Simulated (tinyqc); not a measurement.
Inside a calculation. Method: tight binding, honeycomb lattice. One step of it, computed by the program tinyqc.

Question. Levels at k. Diagonalise the Hermitian matrix.

H(k) at k (eV), order A, B:
$$\begin{pmatrix}
1.790000 & 1.355403-1.443358i \\
1.355403+1.443358i & -1.430000
\end{pmatrix}$$

Give: eigenvalues; weights |c|^2 of the basis functions.

Answer.

eigenvalues (eV): [-2.3720, 2.7320]

weights |c|^2 of the basis functions, order A, B:
$$\begin{pmatrix}
0.1846 & 0.8154 \\
0.8154 & 0.1846
\end{pmatrix}$$
